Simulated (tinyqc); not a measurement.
# Signal and retention of a DRAM cell: what changes with what

A stored one starts at Vd and leaks: Cs dV/dt = -I(V), I = a sqrt((V + Vb)/(Vd + Vb)) + b, with a = Ig exp[-(Eg1 q/kB)(1/T - 1/T0)] (generation in a depletion layer) and b = Is exp[-(Es q/kB)(1/T - 1/T0)]. The bit line is precharged to Vd/2, and charge sharing gives the signal (V - Vd/2) Cs/(Cs + Cb).

Inputs (values chosen for the exercise): array voltage Vd = 1 V; cell capacitance Cs = 20 fF; bit-line capacitance Cb = 44 fF; smallest signal that the sense amplifier resolves dm = 46 mV; built-in plus back-bias voltage of the storage junction Vb = 1.3 V; junction leakage at V = Vd and T0 Ig = 1 fA; voltage-independent leakage at T0 Is = 0.44 fA; activation energy of Is Es = 0.27 eV; reference temperature T0 = 358 K; temperature T = 358 K; deviation of ln(retention time) over the cells sg = 0.78; cells Nc = 8.59e9; refresh interval tr = 32 ms; activation energy of Ig Eg1 = 0.59 eV.

Constants: q = 1.602176634e-19 C, kB = 1.380649e-23 J/K. Results are converted to the units shown.

Each table varies one quantity; the others keep the values above.

## Failing cells against the refresh interval

The cell fails below Vc = Vd/2 + dm (Cs + Cb)/Cs. With s = sqrt((Vc + Vb)/(Vd + Vb)), the time from Vd to Vc is t = [2 Cs (Vd + Vb)/a] [1 - s - (b/a) ln((a + b)/(a s + b))]. This time is the median of a log-normal spread: failing cells = Nc erfc(z/sqrt 2)/2, z = ln(t/tr)/sg.

Failing cells against the refresh interval:
```
tr (ms)	z	failing cells
16	7.3749	7.0649e-4
32	6.4862	0.37800
64	5.5976	93.357
128	4.7089	10695
256	3.8203	5.7252e5
512	2.9316	1.4482e7
1024	2.0430	1.7633e8
2048	1.1543	1.0667e9
```

Doubling the interval lowers z by ln 2/sg = 0.889 and multiplies the count by 535 between the first two rows and by 6.05 between the last two. The count passes 1 at tr = 64 ms among the rows.

## Effect of the bit-line capacitance

Same model as above.

Result of one run:
```
Cb (fF)	Vc (V)	retention time (s)	failing cells
105	0.78750	3.0006	25.040
```

What becomes of these results when the bit-line capacitance Cb is changed from 105 to 15 fF, all else the same?

Result of the changed run:
```
Cb (fF)	Vc (V)	retention time (s)	failing cells
15	0.58050	6.0257	0.080521
```

The whole series:
```
Cb (fF)	Vc (V)	retention time (s)	failing cells
15	0.58050	6.0257	0.080521
30	0.61500	5.5140	0.17461
45	0.64950	5.0054	0.40026
60	0.68400	4.4998	0.97995
75	0.71850	3.9971	2.5968
90	0.75300	3.4974	7.5841
105	0.78750	3.0006	25.040
120	0.82200	2.5065	97.017
```

Vc rises by dm/Cs = 2.30 mV for each fF, and the retention time falls from 6.03 to 2.51 s; the margin is gone at Cb = 197 fF.

Range of the model: Real arrays also hold a tail of unusually leaky cells and cells whose retention varies in time, which this model lacks.

Computed by the program tinyqc: `OMP_NUM_THREADS=1 python tinyqc.py 2130129 2130130 out.jsonl`, one thread of a shared Intel Xeon 2.30GHz, about 0.01 s for the whole run.
